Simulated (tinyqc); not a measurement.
Resistance of a tapered via with liner, size effect and interface: two steps of the calculation.

A round via whose diameter grows from db at the bottom as D(z) = db + 2 z/tan(ang). The fill, of diameter D - 2 tl, starts above the bottom liner (thickness fb tl) and has rho = rho0 (1 + ks lam/(D - 2 tl)); the sidewall liner conducts in parallel with it. The bottom liner and the interface are crossed over the full area pi db^2/4. Spreading in the lines above and below is left out.

Inputs (values chosen for the exercise); fill metal close to copper:
```
symbol,value,unit,meaning
db,39,nm,diameter at the bottom
hv,78,nm,height
ang,87,degrees,sidewall angle
rho0,1.72,uohm cm,bulk resistivity of the fill
lam,40,nm,mean free path of the fill
ks,1,,size-effect factor
tl,3,nm,liner on the sidewall
fb,0.5,,liner at the bottom over that on the sidewall
rl,410,uohm cm,resistivity of the liner
ri,3.2e-12,ohm cm^2,interface resistivity at the bottom
Sb,1.1e15,S/m^2,"ballistic conductance per area, about 3/(4 rho0 lam)"
```

Task 1. Slices of the via. Slices between z0 = fb tl and hv, evaluated at their midpoints: conductance per length pi/4 [(D - 2 tl)^2/rho + (D^2 - (D - 2 tl)^2)/rl], slice resistance = slice height over that. 8 slices.

Wanted: z; D; rho; slice resistance.

Result 1.

```
slice	z (nm)	D (nm)	rho (uohm cm)	slice resistance (ohm)
0	6.281	39.66	3.764	0.4031
1	15.84	40.66	3.705	0.3742
2	25.41	41.66	3.649	0.3482
3	34.97	42.67	3.596	0.3247
4	44.53	43.67	3.547	0.3034
5	54.09	44.67	3.499	0.2841
6	63.66	45.67	3.454	0.2665
7	73.22	46.67	3.411	0.2504
```

Task 2. Total resistance. R_fill = sum of the slices; R_bottom = rl fb tl/(pi db^2/4); R_interface = ri/(pi db^2/4); ballistic (Sharvin) limit 1/(Sb pi (db - 2 tl)^2/4); ideal cylinder rho0 hv/(pi db^2/4).

slice resistance, slice 0 to 7 (ohm): 0.40309494  0.37421154  0.34820347  0.32471124  0.30342880  0.28409444  0.26648337  0.25040174

Wanted: parts; R; shares; ballistic limit; ideal cylinder.

Result 2.

parts (ohm): fill 2.555, bottom liner 5.148, interface 0.2679
R = 7.971 ohm
shares (%): fill 32.05, bottom liner 64.59, interface 3.36
ballistic limit = 1.063 ohm
ideal cylinder = 1.123 ohm

The bottom liner is the largest part, and R is 7.10 times the ideal cylinder. With 2000 slices R = 7.9714 ohm.

Computed by the program tinyqc: `OMP_NUM_THREADS=1 python tinyqc.py 2750169 2750170 out.jsonl`, one thread of a shared Intel Xeon 2.30GHz, about 0.01 s for the whole run.
